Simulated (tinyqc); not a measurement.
Growth with time: grain growth, pinning, strength and diffusional creep of a polycrystal or thin film. Computed by tinyqc, a small Python program. Command: `OMP_NUM_THREADS=1 python tinyqc.py 3006239 3006240 out.jsonl grain walk`. One thread of a shared host (Intel(R) Xeon(R) Processor @ 2.30GHz), about 0.01 s of CPU time with the checks.

One mean grain size d describes the structure.

Inputs (values chosen for the exercise, for a model solid): boundary energy gamma = 0.81 J/m^2; mobility prefactor M0 = 1.5e-06 m^4/(J s); activation energy of boundary motion Q_m = 2.55 eV; anneal temperature T = 1436 K; initial grain size d0 = 78 nm; particle volume fraction f = 0.0041; particle radius r = 22 nm; film thickness h = 720 nm; surface energy gamma_s = 1.8 J/m^2.

Sample: thin film on a substrate.

Constants: k_B = 8.617333262e-05 eV/K.

Method. M = M0 exp(-Q_m/(k_B T)). The driving pressure is 2 gamma/d. Zener pinning pressure 3 f gamma/(2 r) stops growth at d_Z = 4 r/(3 f). Grooves where boundaries meet the surface have the angle theta = arcsin(gamma/(2 gamma_s)) and are taken to stop growth at d_h = h/(2 theta), a few film thicknesses; the limit is 1/d_lim = 1/d_Z + 1/d_h. dd/dt = 2 M gamma (1/d - 1/d_lim) integrates to 2 M gamma t = d_lim (d0 - d) + d_lim^2 ln[(d_lim - d0)/(d_lim - d)]; without pinning d^2 = d0^2 + 4 M gamma t.

limit d_lim = 1298.41 nm

mobility M = 1.68510e-15 m^4/(J s)

At T:
```
t (s)  free growth (nm)  pinned growth (nm)  d/d_lim
0.93              105.6               103.9  0.08005
3.1               151.7               146.6  0.11292
9.3               238.5               224.6  0.17294
31                418.7               375.2  0.28898
93                716.8               591.6  0.45560
310              1303.3               908.8  0.69995
930              2254.7              1182.8  0.91097
3100             4114.8              1295.3  0.99757
```

What does the comparison show, and why?

The apparent exponent d ln d/d ln t of the pinned growth is at most about 0.43, below the ideal 1/2, and falls to 0.075 in the last rows: the initial size hides the law early and pinning hides it late.
